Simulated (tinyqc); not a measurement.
# From in-plane shear modulus back to C44

Model: anisotropic elasticity and sound waves of a cubic crystal. Computed by tinyqc, a small Python program. Command: `OMP_NUM_THREADS=1 python tinyqc.py 3002584 3002585 out.jsonl cubicelastic inv`. One thread of a shared host (Intel(R) Xeon(R) Processor @ 2.30GHz), about 0.02 s of CPU time with the checks.

Voigt order 1..6 = xx, yy, zz, yz, xz, xy, with engineering shear strains. The rotated frame has x' as named, z' along the wafer normal and y' = z' x x'.

Inputs (values chosen for the exercise, for a model crystal): C11 = 528 GPa; C12 = 345 GPa.

Frame: (110) wafer, x' along [1-11].

direction cosines a (rows x', y', z' in the cube axes):
```
            x           y           z
x'  0.5773503  -0.5773503   0.5773503
y'  0.4082483  -0.4082483  -0.8164966
z'  0.7071068   0.7071068   0.0000000
```

Method:
- S11 = (C11 + C12)/D, S12 = -C12/D, D = (C11 - C12)(C11 + 2 C12), S44 = 1/C44. Zener ratio A = 2 C44/(C11 - C12); S0 = S11 - S12 - S44/2; H = 2 C44 + C12 - C11.
- C'_ijkl = C12 delta_ij delta_kl + C44 (delta_ik delta_jl + delta_il delta_jk) - H sum_m a_im a_jm a_km a_lm.
- Invert C' to S'. E along x' = 1/S'11, along y' = 1/S'22; Poisson ratios nu(x'y') = -S'12/S'11 and nu(x'z') = -S'13/S'11; in-plane shear modulus 1/S'66.

Task: A run gave the result below. Find the C44, known to lie between 140 and 270 GPa.

in-plane shear modulus = 112.7936 GPa

Result:

Each step takes the trial c = (a f_b - b f_a)/(f_b - f_a), f being the result less the target and a, b, c the logarithms of the listed values; c replaces end b, the old b replaces a if the sign of f changed, and otherwise f_a is halved.

Scan of the range:
```
C44 (GPa)  in-plane shear modulus (GPa)
140                             103.445
156                             106.126
174                             108.676
194                             111.059
217                             113.352
242                             115.428
270                             117.363
```

False position (Illinois rule, in the logarithm of the input) inside the bracket:
```
step    end a    end b    trial  in-plane shear modulus (GPa)
1     194.000  217.000  211.158                       112.809
2     194.000  211.158  210.854                       112.780
3     211.158  210.854  211.000                       112.794
4     210.854  211.000  211.000                       112.794
```

In-plane shear modulus rises at every point of a 13-point scan of the range (every second point is shown), so one value fits; it is bracketed by 194 and 217. Answer: C44 = 211.0 GPa.
